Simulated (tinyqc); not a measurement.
Strain and the order of the valence edges: six-band k.p model of the valence band of a wurtzite crystal.

At k = 0: E1 = D1c + D2c + Te + Le (pure HH); E2, E3 = Le + u +/- sqrt(u^2 + 2 D3c^2), u = (D1c - D2c + Te)/2, D1c = Dcr, D2c = D3c = Dso/3. The weight of LH in state 2 is fL = (E2 - Le)^2/((E2 - Le)^2 + 2 D3c^2). Relative strengths of transitions to the conduction band: for E perpendicular to c (TE) 1/2, fL/2, (1 - fL)/2; for E along c (TM) 0, 1 - fL, fL, with one momentum element for both directions.

Strain of a c-plane layer: exx = eyy = e_par, ezz = -2 (C13/C33) e_par; Le = D1 ezz + D2 (exx + eyy), Te = D3 ezz + D4 (exx + eyy).

Conduction edge: Ec = (top of the unstrained valence band) + Eg + (a1 + D1) ezz + (a2 + D2)(exx + eyy).
Constants: kB = 8.617333262e-05 eV/K.

Parameters, chosen for this exercise (near those of GaN; not measured data):

| symbol | value | unit | meaning |
|---|---|---|---|
| Dcr | 0.0156 | eV | crystal-field splitting |
| Dso | 0.0172 | eV | spin-orbit splitting |
| Eg | 3.474 | eV | direct gap at Gamma from the top of the unstrained valence band |
| a1 | -4.79 | eV | gap potential along c |
| a2 | -11.48 | eV | gap potential in the plane |
| D1 | -3.78 | eV |  |
| D2 | 4.28 | eV |  |
| D3 | 8.24 | eV |  |
| D4 | -4.02 | eV |  |
| C13 | 111 | GPa |  |
| C33 | 410 | GPa |  |
| T | 100 | K | temperature |

Edges from the unstrained top. Degree of polarisation (TE - TM)/(TE + TM), each state weighted by exp(E/kT) alone (equal densities of states).

Results:

| e_par (%) | E1 (meV) | E2 (meV) | E3 (meV) | fL | lowest transition (eV) | polarisation |
|---|---|---|---|---|---|---|
| -1.20 | 22.7 | 11.7 | -149.0 | 0.997 | 3.5684 | 0.998 |
| -0.90 | 17.1 | 6.1 | -117.3 | 0.996 | 3.5448 | 0.996 |
| -0.60 | 11.4 | 0.7 | -85.7 | 0.991 | 3.5212 | 0.992 |
| -0.30 | 5.7 | -4.4 | -54.5 | 0.973 | 3.4976 | 0.972 |
| 0.00 | 0.0 | -6.9 | -25.9 | 0.760 | 3.4740 | 0.646 |
| 0.30 | -5.7 | 12.7 | -19.4 | 0.069 | 3.4320 | -0.798 |
| 0.60 | -11.4 | 43.3 | -23.8 | 0.015 | 3.3721 | -0.983 |
| 0.90 | -17.1 | 74.8 | -29.2 | 0.006 | 3.3114 | -0.994 |
| 1.20 | -22.7 | 106.4 | -34.7 | 0.003 | 3.2505 | -0.997 |

E1 = E2 requires Dcr + Te = 0, which here falls at e_par = 0.12 %, inside the sweep: state 1 is on top for smaller e_par and state 2 beyond. The polarisation goes from +1.00 to -1.00 and changes sign between 0.00 and 0.30 %; the lowest transition moves by -132 meV per 1 % on average.

Program tinyqc; command `OMP_NUM_THREADS=1 python tinyqc.py 1051090 1051091 out.jsonl`; about 0.01 s on one thread of a shared Intel(R) Xeon(R) Processor @ 2.30GHz.
